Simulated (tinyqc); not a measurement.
Biaxially strained (001) channel, valley splitting in an inversion layer: two steps of the calculation.

A thin layer grown on a relaxed buffer is stretched in the plane. The two valleys with their long axis along the growth direction (D2) sink against the four in-plane ones (D4); confinement in a triangular well splits them too. Only the lowest subband of each set is kept; one relaxation time, so the weakening of intervalley scattering is left out.

Inputs (values chosen for the exercise); values close to those of silicon on relaxed silicon-germanium: temperature T = 300 K; germanium share of the relaxed buffer x = 0.33; lattice mismatch per unit x b1 = 0.0418; elastic constant c11 = 162 GPa; elastic constant c12 = 65.2 GPa; shear deformation potential Xu = 9.25 eV; longitudinal mass ml = 0.889 m0; transverse mass mt = 0.195 m0; confining field F = 0.95 MV/cm; inversion density Ns = 1.6e12 cm^-2.

Constants: q = 1.602176634e-19 C, kB = 1.380649e-23 J/K, hbar = 1.054571817e-34 J s, m0 = 9.1093837015e-31 kg, Vt = kB T/q, hbar^2/(2 m0) = 0.0380998212 eV nm^2. Results are converted to the units shown.

Question 1. Subband edges and densities of states. Levels E(m) = 2.33811 (hbar^2 q^2 F^2/(2 m))^(1/3): E2 = E(ml), E4 = E(mt) + D; N2 = 2 mt kB T/(pi hbar^2), N4 = 4 sqrt(mt ml) kB T/(pi hbar^2).

D = 230.30020 meV

Give: E2; E4; N2; N4.

Answer 1.

E2 = 0.17035 eV
E4 = 0.51277 eV
N2 = 4.2117e12 cm^-2
N4 = 1.7985e13 cm^-2

Of the gap E4 - E2 = 342 meV, confinement gives 112 meV.

Question 2. Share of the light valleys and conductivity mass. EF solves Ns = N2 ln(1 + exp((EF - E2)/Vt)) + N4 ln(1 + exp((EF - E4)/Vt)); f2 is the share in D2, and 1/mc = f2/mt + (1 - f2)(1/mt + 1/ml)/2.

EF = 0.15039922 eV
E2 = 0.17035481 eV
N2 = 4.2116856e12 cm^-2

Give: f2; mc.

Answer 2.

f2 = 0.99999
mc = 0.19500 m0

Computed by the program tinyqc: `OMP_NUM_THREADS=1 python tinyqc.py 2530171 2530172 out.jsonl`, one thread of a shared Intel Xeon 2.30GHz, about 0.02 s for the whole run.
